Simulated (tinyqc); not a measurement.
# Short-channel transistor, virtual-source model with series resistance: what changes with what

The current per gate width is the charge at the top of the source barrier (the virtual source) times its velocity times a saturation function; al and be are fitting constants of the model. Units: I in uA/um, Rs in ohm um, so I Rs = 1e-6 I Rs in volts; Q in uC/cm^2, so I = 1e-4 Q vx0 Fsat with vx0 in cm/s.

Parameters, values chosen for the exercise:
```
symbol,value,unit,meaning
T,250,K,temperature
Cinv,1.91,uF/cm^2,inversion capacitance
vx0,1.95e7,cm/s,velocity at the virtual source
mu,140,cm^2/(V s),apparent mobility
L,20,nm,channel length
VT0,0.359,V,threshold at zero drain voltage
dl,0.163,V/V,drain-induced barrier lowering
n0,1.28,,subthreshold factor
nd,0.1,1/V,growth of n with drain voltage
al,3.5,,threshold shift (in units of Vt) from weak to strong inversion
be,1.4,,sharpness of saturation
Rs,200,ohm um,series resistance of each contact
```

Constants: q = 1.602176634e-19 C, kB = 1.380649e-23 J/K, Vt = kB T/q. Results are converted to the units shown.

Each table varies one quantity; the others keep the values above.

## Effect of the series resistance of each contact on the on and off currents

Intrinsic voltages Vg' = Vgs - I Rs, Vd' = Vds - 2 I Rs. n = n0 + nd Vd', VT = VT0 - dl Vd', Ff = 1/(1 + exp((Vg' - VT + al Vt/2)/(al Vt))), Q = Cinv n Vt ln(1 + exp((Vg' - VT + al Vt Ff)/(n Vt))), Vdsat = (vx0 L/mu)(1 - Ff) + Vt Ff, Fsat = u/(1 + u^be)^(1/be) with u = Vd'/Vdsat, and I = Q vx0 Fsat per width. I is solved self-consistently. Ion is I at Vgs = Vds = 0.7 V, Ioff at Vgs = 0, Vds = 0.7 V, and Rlin = Vds/I at Vgs = 0.7 V, Vds = 0.05 V.

Effect of the series resistance of each contact on the on and off currents:
```
Rs (ohm um),Ion (uA/um),Ioff (nA/um),log10(Ion/Ioff),Rlin (ohm um)
0,1426,269.3,3.724,226.4
25,1267,269.3,3.673,276.9
50,1141,269.2,3.627,327.4
100,952.5,269.0,3.549,428.3
150,818.9,268.9,3.484,529.0
200,719.1,268.7,3.427,629.5
300,579.8,268.4,3.335,830.3
400,487.1,268.1,3.259,1031
```

What does the table show?

As Rs goes from 0 to 400 ohm um, Ion falls from 1430 to 487 uA/um, Ioff stays near 269 nA/um and Rlin rises from 226 to 1030 ohm um. Ion changes by a factor of 0.342 and Ioff by 0.995. The off current drops so little voltage over Rs that it changes by under 1 %.

## Effect of the drain-induced barrier lowering on the on and off currents

Same model as above.

Result of one run:
```
dl (V/V),Ion (uA/um),Ioff (nA/um),log10(Ion/Ioff),Rlin (ohm um)
0.12,694.6,100.7,3.839,630.0
```

What becomes of these results when the drain-induced barrier lowering dl is changed from 0.12 to 0 V/V, all else the same?

Result of the changed run:
```
dl (V/V),Ion (uA/um),Ioff (nA/um),log10(Ion/Ioff),Rlin (ohm um)
0,617.6,6.042,5.010,631.5
```

The whole series:
```
dl (V/V),Ion (uA/um),Ioff (nA/um),log10(Ion/Ioff),Rlin (ohm um)
0,617.6,6.042,5.010,631.5
0.04,644.8,15.56,4.617,631.0
0.08,670.4,39.80,4.226,630.5
0.12,694.6,100.7,3.839,630.0
0.16,717.4,251.1,3.456,629.5
0.2,739.0,612.8,3.081,629.1
0.24,759.5,1450,2.719,628.6
0.28,778.9,3285,2.375,628.1
```

As dl goes from 0 to 0.28 V/V, Ion rises from 618 to 779 uA/um, Ioff rises from 6.04 to 3280 nA/um and Rlin falls from 632 to 628 ohm um. Ion changes by a factor of 1.26 and Ioff by 544. The off current depends on it through an exponential, the on current about linearly. For dl = 0.24 to 0.28 V/V the off current passes 1 uA/um, so the device is hardly off at Vgs = 0.

## Output curve

Same model as above.

gds = dI/dVds, gm = dI/dVgs.

In this table Vgs = 0.7 V.

Result of one run:
```
Vds (V),I (uA/um),Fsat,gds (uS/um),gain gm/gds
0.16,240.4,0.2122,1365,0.2180
```

What becomes of these results when the drain voltage Vds is changed from 0.16 to 0.62 V, all else the same?

Result of the changed run:
```
Vds (V),I (uA/um),Fsat,gds (uS/um),gain gm/gds
0.62,673.2,0.6824,607.1,2.042
```

The whole series:
```
Vds (V),I (uA/um),Fsat,gds (uS/um),gain gm/gds
0.08,125.4,0.1047,1508,0.09166
0.16,240.4,0.2122,1365,0.2180
0.23,331.2,0.3049,1226,0.3688
0.31,422.8,0.4047,1066,0.5990
0.39,501.9,0.4942,915.2,0.8972
0.47,569.8,0.5713,785.4,1.259
0.54,621.4,0.6282,691.9,1.614
0.62,673.2,0.6824,607.1,2.042
0.7,719.1,0.7265,542.4,2.471
```

The current rises from 125 to 719 uA/um as Fsat rises from 0.105 to 0.726; gds falls from 1510 to 542 uS/um. The gain ends at 2.47, against 1/dl = 6.13 for a current that depends on Vds through barrier lowering alone.

Program tinyqc, `OMP_NUM_THREADS=1 python tinyqc.py 2380084 2380085 out.jsonl`; Intel Xeon 2.30GHz, shared host, one thread, about 0.01 s.
